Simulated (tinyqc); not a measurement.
Carrier lifetime from Shockley-Read-Hall, radiative, Auger and surface recombination: one step, computed by the program tinyqc.

Energies are counted from the top of the valence band. Boltzmann statistics, full ionisation, and equal excess densities of electrons and holes.

Question. Lifetimes at the given injection. With n = n_0 + dn, p = p_0 + dn and U/dn = 1/tau: (n p - n_i^2)/dn = n_0 + p_0 + dn = s; 1/tau_SRH = s/[tau_p0 (n + n1) + tau_n0 (p + p1)]; 1/tau_rad = B s; 1/tau_Aug = (C_n n + C_p p) s; the rates add, with 1/tau_s. Radiative efficiency = tau_eff/tau_rad; effective diffusion length = sqrt(D tau_eff).

Inputs (values chosen for the exercise, for a model semiconductor):
```
quantity                   value    unit
temperature T                300       K
doping N                 1.6e+18   cm^-3
radiative coefficient B  4.6e-15  cm^3/s
Auger coefficient C_n    2.3e-31  cm^6/s
Auger coefficient C_p    9.2e-31  cm^6/s
excess density dn        6.5e+17   cm^-3
diffusion coefficient D       27  cm^2/s
```

Doping: p-type. Surface term: two equal surfaces.

n_0 = 7.825419e-20 cm^-3

p_0 = 1.60e+18 cm^-3

tau_p0 = 1.353182e-08 s

n1 = 70.47152 cm^-3

tau_n0 = 5.599508e-06 s

p1 = 0.001776699 cm^-3

tau_s = 6.967132e-07 s

Give: tau_SRH at dn; tau_rad at dn; tau_Aug at dn; effective lifetime at dn; radiative efficiency at dn; effective diffusion length at dn.

Answer.

tau_SRH at dn = 5.6034e-06 s

tau_rad at dn = 9.6618e-05 s

tau_Aug at dn = 2.0025e-07 s

effective lifetime at dn = 1.5110e-07 s

radiative efficiency at dn = 0.0015639

effective diffusion length at dn = 20.198 micrometre

Caution: beyond low injection D should be the ambipolar coefficient.
